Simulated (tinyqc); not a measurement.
Tight binding, honeycomb lattice, step by step. One step of it, computed by the program tinyqc.

Problem. Bloch Hamiltonian at k. H_AB = -t1 (1 + exp(-i k.a1) + exp(-i k.a2)); H_AA = delta - 2 t2 sum cos(k.b + phi), H_BB = -delta - 2 t2 sum cos(k.b - phi), b = a1, a2 - a1, -a2.

Parameters chosen for this model:

| parameter | value | unit |
|---|---|---|
| t1 | 1.720000 | eV, nearest |
| t2 | 0.150000 | eV, second neighbours |
| phi | 1.870000 | rad, phase of t2 (Haldane) |
| delta | 0 | eV, +/- on A and B |

k point k (fractions of the reciprocal vectors): 0.190000  -0.030000

Give: H(k) at k.

Solution.

H(k) at k (eV):
```
               A              B
A          0.175  -4.043+1.277i
B  -4.043-1.277i          0.097
```
